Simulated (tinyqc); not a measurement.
## Off-state leakage of single and stacked transistors: subthreshold current against the height of the stack

n-channel devices of unit width. Subthreshold current I(Vg, Vs, Vd) = I0 (T/300 K)^0.5 exp[(Vg - Vs - VT(T) - gb (Vs - Vb) + dd (Vd - Vs))/(nf Vt)] (1 - exp(-(Vd - Vs)/Vt)), VT(T) = VT - cT (T - 300 K). Gate-edge tunnelling Ig (Vd/1 V) exp(ag (Vd - 1 V)), for a gate at 0 V, and band-to-band leakage Ab u exp(-Bb/u), u = Vd - Vb + 1 V, flow at a drain held at V; both are taken as independent of T. In a stack of off transistors (all gates at 0 V) the same subthreshold current passes through each.

All n gates at 0 V, bottom source at 0 V, top drain at V; node voltages follow from equal currents.

Inputs (values chosen for the exercise); values of the order met in bulk silicon logic transistors:
```
symbol,value,unit,meaning
T,330,K,temperature
V,1,V,supply voltage
VT,0.33,V,"threshold at 300 K, zero drain and body bias"
cT,0.7,mV/K,fall of the threshold with temperature
I0,0.15,uA/um,current at threshold at 300 K
nf,1.29,,slope factor
dd,0.07,,drain-induced lowering per volt
gb,0.19,,rise of the threshold per volt of source-body bias
Vb,-0.6,V,body voltage
```

Constants: q = 1.602176634e-19 C, kB = 1.380649e-23 J/K, Vt = kB T/q. Results are converted to the units shown.

Subthreshold current against the height of the stack:
columns A: n; B: I (nA/um); C: reduction factor; D: drain voltage of the bottom device (mV); E: source voltage of the top device (mV); F: voltage across the top device (V)
```
A          B       C       D       E        F
1   0.010416  1.0000  1000.0       0   1.0000
2  0.0014870  7.0046  56.673  56.673  0.94333
3  7.8984e-4  13.187  19.298  75.093  0.92491
4  5.3722e-4  19.388  11.813  86.314  0.91369
5  4.0693e-4  25.596  8.5283  94.401  0.90560
6  3.2747e-4  31.807  6.6763  100.73  0.89927
```

What does the table show?

The second transistor cuts the current by a factor of 7.00, the third by a further 1.88 and the sixth by 1.24. The top device keeps 89.9 % of the supply at n = 6, while the drain voltage of the bottom one falls to 0.235 Vt.

Computed by the program tinyqc: `OMP_NUM_THREADS=1 python tinyqc.py 2242057 2242058 out.jsonl`, one thread of a shared Intel Xeon 2.30GHz, about 0.03 s for the whole run.
